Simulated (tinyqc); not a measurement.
Shrinking the mesa: defect, radiative and Auger recombination at equal electron and hole densities (ABC model).

J/(e d) = Ae n + B n^2 + C n^3 with Ae = A + 4 S/w (four side walls, carriers spread evenly), e = 1.602176634e-19 C, lengths in cm; internal efficiency IQE = B n^2/(Ae n + B n^2 + C n^3); all injected carriers recombine in the layer.

Parameters, chosen for this exercise (orders of magnitude like those quoted for Si; not measured data): A = 4100 1/s (defect rate); B = 5.7e-15 cm^3/s (radiative coefficient); C = 9.7e-31 cm^6/s (Auger coefficient); d = 290000 nm (active thickness); S2 = 4.8 cm/s (recombination velocity of the side walls in this comparison); J = 0.16 A/cm^2 (current density).

S = S2; w takes the values listed.

Results:

| w (micrometre) | Ae (1/s) | IQE_max | J at the peak (A/cm^2) | IQE at J |
|---|---|---|---|---|
| 200 | 5.06e+03 | 0.0391 | 3.53 | 0.00742 |
| 100 | 6.02e+03 | 0.0360 | 4.57 | 0.00530 |
| 50 | 7.94e+03 | 0.0315 | 6.89 | 0.00308 |
| 20 | 1.37e+04 | 0.0241 | 15.5 | 0.00104 |
| 10 | 2.33e+04 | 0.0186 | 34.2 | 0.000361 |
| 5 | 4.25e+04 | 0.0138 | 83.8 | 0.000109 |
| 2 | 1.00e+05 | 0.00906 | 302 | 1.96e-05 |
| 1 | 1.96e+05 | 0.00649 | 825 | 5.10e-06 |

The walls equal the bulk defect rate at w = 4 S/A = 46.8 micrometre. From 200 to 1 micrometre the peak efficiency falls from 0.0391 to 0.00649 and moves to a current 233 times higher; at the fixed J the efficiency goes from 0.00742 to 5.1e-06. For large w diffusion to the walls, left out here, would limit the loss. Rows with w below the thickness of the layer describe needles rather than mesas and are formal.

Computed by tinyqc, a small Python program: `OMP_NUM_THREADS=1 python tinyqc.py 1682627 1682628 out.jsonl` (the numbers bound the seed that draws the inputs); one thread of a shared host (Intel(R) Xeon(R) Processor @ 2.30GHz), about 0.01 s for the whole set of steps.
